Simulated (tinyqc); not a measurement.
The starting point: quasiparticle equation with a plasmon-pole self-energy for two band edges.

For each edge E = e + X + Sc(E), with the correlation part Sc(E) = A[0]/(E - a + w) + A[1]/(E - b - w); a and b are the valence and conduction energies that enter the Green function (a = ev, b = ec in the one-shot scheme). Z = 1/(1 - dSc/dE), dSc/dE = -A[0]/(E - a + w)^2 - A[1]/(E - b - w)^2.

Parameters, chosen for this exercise (scales of the order of those of HfO2; not measured data): ev = 0 eV (mean-field valence top); ec = 3.94 eV (mean-field conduction edge); w = 14.2 eV (pole energy); Av = (36.4, 14.8) eV^2 (weights of the valence state on the hole and electron poles); Ac = (22.2, 40.4) eV^2 (the same for the conduction state); Xv = -3.27 eV (exchange minus the mean-field potential, valence); Xc = 2.55 eV (the same, conduction).

The mean-field gap is opened by d (ev lowered by d/2, ec raised by d/2) and X is changed by the opposite amounts, so that e + X stays; one-shot and G-updated gaps.

Gaps (eV):
```
d,start,one-shot,update G
0.0,3.940,5.8959,6.1681
0.2,4.140,5.9223,6.1681
0.6,4.540,5.9743,6.1681
0.9,4.840,6.0126,6.1681
1.2,5.140,6.0502,6.1681
1.6,5.540,6.0995,6.1681
```

Give the missing row, d = 0.4.

Computed row:
```
d    start  one-shot  update G
0.4  4.340    5.9485    6.1681
```

The one-shot gap moves by a fraction 0.13 of any change of the starting gap, while the updated gap, 6.1681 eV, does not depend on it. The two agree where the start already equals the result, near d = 2.23 eV. A real change of starting point alters the orbitals and the screening too; this model holds both fixed.

(tinyqc, `OMP_NUM_THREADS=1 python tinyqc.py 1880102 1880103 out.jsonl`, Intel(R) Xeon(R) Processor @ 2.30GHz, 1 thread, shared host, about 0.02 s.)
